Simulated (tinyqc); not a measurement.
# Specific resistance of a metal-semiconductor contact and its transmission-line measurement, step by step

A worked calculation. Computed by tinyqc, a small Python program that keeps every step. Command: `OMP_NUM_THREADS=1 python tinyqc.py 3003672 3003673 out.jsonl contact walk`. One thread of a shared host (Intel(R) Xeon(R) Processor @ 2.30GHz), about 0.01 s of CPU time with the checks. Intermediate numbers are printed to about 6 digits and carried at full precision; extremes and crossings named in words are read from the listed rows.

The barrier is parabolic (depletion approximation), energies E are normal energies counted from the band edge in the neutral semiconductor (downwards for holes), and the bias is zero. xi is an input, held fixed when other inputs move.

Inputs (values chosen for the exercise, modelled on n-type GaAs):
```
quantity,value,unit
tunnelling mass m,0.062,m_0
permittivity eps,12.9,-
Richardson constant A*,8.25,A/(cm^2 K^2)
barrier height phi_B,0.89,eV
doping N,9.8e+18,1/cm^3
"Fermi level above the band edge in the bulk, xi",0.21,eV
temperature T,300,K
sheet resistance R_sh,320,ohm
contact length d,7.7,micrometre
contact width W,4.2,micrometre
```

Image-force lowering: left out.

Constants: hbar = 1.054571817e-34 J s; eps_0 = 8.8541878128e-12 F/m; m_0 = 9.1093837015e-31 kg; k_B = 8.617333262e-05 eV/K; e = 1.602176634e-19 C.

## Tunnelling energy and barrier

E_00 = (e hbar/2) sqrt(N/(eps eps_0 m)); band bending E_b = phi_B + xi; depletion width w = sqrt(2 eps eps_0 E_b/(e^2 N)).

E_00 = 64.9905 meV

E_00/k_B T = 2.51394

depletion width = 12.6506 nm

barrier used, above the bulk band edge = 1.1 eV

By the usual rule this is thermionic-field emission (0.5 to 5 k_B T).

## Transmission and supply

WKB transmission for E < E_b, with a = E/E_b: D = exp{-(E_b/E_00) [sqrt(1 - a) - a ln((1 + sqrt(1 - a))/sqrt(a))]}; D = 1 above. f = 1/(1 + exp((E - xi)/k_B T)).

E, D, f and D f at E/E_b = 0.05, 0.15, 0.3, 0.45, 0.6, 0.75, 0.9, 0.98:
```
E/E_b,E (eV),D,f,D f
0.05,0.055,4.32549e-07,9.97517e-01,4.31474e-07
0.15,0.165,9.75598e-06,8.50773e-01,8.30012e-06
0.30,0.330,3.29712e-04,9.54821e-03,3.14816e-06
0.45,0.495,5.06369e-03,1.63006e-05,8.25412e-08
0.60,0.660,4.35485e-02,2.75634e-08,1.20034e-09
0.75,0.825,2.25419e-01,4.66074e-11,1.05062e-11
0.90,0.990,6.94695e-01,7.88092e-14,5.47483e-14
0.98,1.078,9.68464e-01,2.61964e-15,2.53703e-15
```

Among these points D f is largest at E/E_b = 0.15; for a non-degenerate tail the peak lies at E/E_b = 1/cosh^2(E_00/k_B T) = 0.026, but it cannot fall far below the Fermi level.

## Specific contact resistance

At zero bias 1/rho_c = (e A*/k_B^2) int D(E) f(E) dE, f = 1/(1 + exp((E - xi)/k_B T)); 200 Gauss-Legendre points from 0 to E_b, and k_B T ln(1 + exp((xi - E_b)/k_B T)) for the part above the barrier; the share of tunnelling is the part below.

specific contact resistance rho_c = 4.26822e-04 ohm cm^2

share of tunnelling = 100.0000 %

rho_c by thermionic emission alone = 3.11272e+07 ohm cm^2

Tunnelling lowers rho_c by a factor 7.29e10. The field-emission exponent (E_b - xi)/E_00 is 13.7, the thermionic one (E_b - xi)/k_B T is 34.4.

## Current crowding

Transmission-line model: transfer length L_T = sqrt(rho_c/R_sh); R_c = (R_sh L_T/W) coth(d/L_T). Limits: rho_c/(W d) for d << L_T, sqrt(rho_c R_sh)/W for d >> L_T.

transfer length L_T = 11.5491 micrometre

d/L_T = 0.666718

contact resistance R_c = 1509.79 ohm

R_c W = 6341.13 ohm micrometre

short-contact limit = 1319.80 ohm

long-contact limit = 879.932 ohm

The contact is about one transfer length long, between the two limits.

## A transmission-line measurement read back

Transmission-line model: transfer length L_T = sqrt(rho_c/R_sh); R_c = (R_sh L_T/W) coth(d/L_T). Two contacts a gap s apart give R = 2 R_c + R_sh s/W. A straight-line fit gives R_sh from the slope and R_c from the intercept; the simple reading takes L_x = R_c W/R_sh as the transfer length and rho_c = R_sh L_x^2.

Resistances:
```
gap s (micrometre),R (ohm)
20,4543.4
40,6067.2
79,9038.6
160,15210.1
320,27400.5
```

L_x = 19.8160 micrometre

rho_c by the simple reading = 0.00125656 ohm cm^2

simple reading over true value = 2.94399

The simple reading is 2.94 times too high, the factor coth^2(d/L_T): it holds only for d above about 2 L_T.

Checks made by the program: closed WKB exponent against numerical integration over the parabolic barrier (relative difference below 1e-10).
